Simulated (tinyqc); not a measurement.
Energy and delay of logic against supply voltage: energy and delay against supply voltage.

One expression serves below and above threshold: I(Vg) = Ik [ln(1 + exp((Vg - VT + dd V)/(al nf Vt)))]^al, with I_on = I(V) and I_off = I(0). Gate delay td = kd C V/I_on, clock period LD td. Per gate and cycle the switching energy is act C V^2 and the leakage energy I_off V LD td. No short-circuit current, no variation. Minima are sought above 0.09 V; below a few Vt gates no longer switch and the model has no meaning.

EDP = energy times td.

Parameters, values chosen for the exercise; values of the order met in logic technologies:
- T = 250 K (temperature)
- VT = 0.43 V (threshold voltage at zero drain bias)
- nf = 1.17 (slope factor)
- dd = 0.1 (barrier lowering per volt of supply)
- Ik = 2.5 uA (specific current of a gate)
- al = 1.86 (exponent of the current law)
- C = 0.33 fF (load capacitance of a gate)
- kd = 0.7 (delay factor)
- LD = 30 (logic depth)
- act = 0.3 (activity factor)

Constants: q = 1.602176634e-19 C, kB = 1.380649e-23 J/K, Vt = kB T/q. Results are converted to the units shown.

Energy and delay against supply voltage:
```
V (V),I_on (uA),I_off (nA),td (ps),switching (aJ),leakage (aJ),energy (aJ),EDP (fJ ps)
0.15,6.7697e-5,1.7678e-4,5.1184e5,2.2275,0.40717,2.6347,1348.5
0.27,0.012113,2.8456e-4,5149.2,7.2171,0.011869,7.2290,37.223
0.38,0.88834,4.4023e-4,98.813,14.296,4.9591e-4,14.296,1.4126
0.5,15.146,7.0862e-4,7.6256,24.750,8.1055e-5,24.750,0.18873
0.62,57.169,0.0011406,2.5052,38.056,5.3149e-5,38.056,0.095338
0.73,118.38,0.0017645,1.4245,52.757,5.5047e-5,52.757,0.075153
0.85,207.96,0.0028401,0.94417,71.528,6.8378e-5,71.528,0.067534
0.97,320.30,0.0045710,0.69956,93.149,9.3054e-5,93.149,0.065164
1.08,442.63,0.0070706,0.56363,115.47,1.2912e-4,115.47,0.065084
1.2,596.66,0.011379,0.46459,142.56,1.9031e-4,142.56,0.066232
```

What does the comparison show?

td falls from 5.12e5 to 0.465 ps; the energy rises from 2.63 to 143 aJ and the EDP goes from 1350 through a minimum of 0.0651 (at V = 1.08 V among the rows listed) to 0.0662 fJ ps. The exact minima lie at V = 0.112 V for the energy and 1.03 V for the EDP. Going from 1.2 V to the energy minimum saves a factor of 62.9 in energy and costs a factor of 4.28e6 in delay.

Computed by the program tinyqc: `OMP_NUM_THREADS=1 python tinyqc.py 2082151 2082152 out.jsonl`, one thread of a shared Intel Xeon 2.30GHz, about 0.01 s for the whole run.
